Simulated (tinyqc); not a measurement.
Formation energy of a charged point defect from supercell energies: one step, computed by the program tinyqc.

The host is a compound AB. Making the defect adds n_A = 0, n_B = -1, n_X = 1 atoms to the cell. All total energies are inputs. E_F is counted from the valence-band maximum (VBM); x = 0 is A-rich and x = 1 B-rich growth.

Problem. Transition levels and the lower envelope. eps(q/q') = [E_f(q', 0) - E_f(q, 0)]/(q - q'). U of state q is eps(q/q-1) - eps(q+1/q). The stable state at each E_F is the lowest line E_f(q, 0) + q E_F.

Inputs (values chosen for the exercise, for a model compound AB): gap E_g = 3.12 eV; dielectric constant eps = 9.83; cell length L = 21.3 angstrom.

Defect: impurity X on a B site. Supercell lattice: bcc.

charge states q: 3  2  1  0

E_f(q, 0) (eV): (q=+3) 2.056918, (q=+2) 2.327297, (q=+1) 3.642324, (q=0) 5.699000

Give: One-electron levels above the VBM (eV); Stable states.

Solution.

One-electron levels above the VBM (eV):
```
level    energy  U of the state between this level and the next
(+3/+2)  0.2704                                          1.0446
(+2/+1)  1.3150                                          0.7416
(+1/0)   2.0567                                               -
```

Stable states:
```
q   from E_F (eV)  to E_F (eV)
+3         0.0000       0.2704
+2         0.2704       1.3150
+1         1.3150       2.0567
0          2.0567       3.1200
```

Stable in the gap, from the VBM up: +3, +2, +1, 0. Caution: the largest image-charge correction in these energies, q^2 alpha e^2/(8 pi eps_0 eps L) with alpha = 2.888462, exceeds a quarter of the gap; the point-charge term alone is then a rough estimate, usually too large for a charge that is spread out.
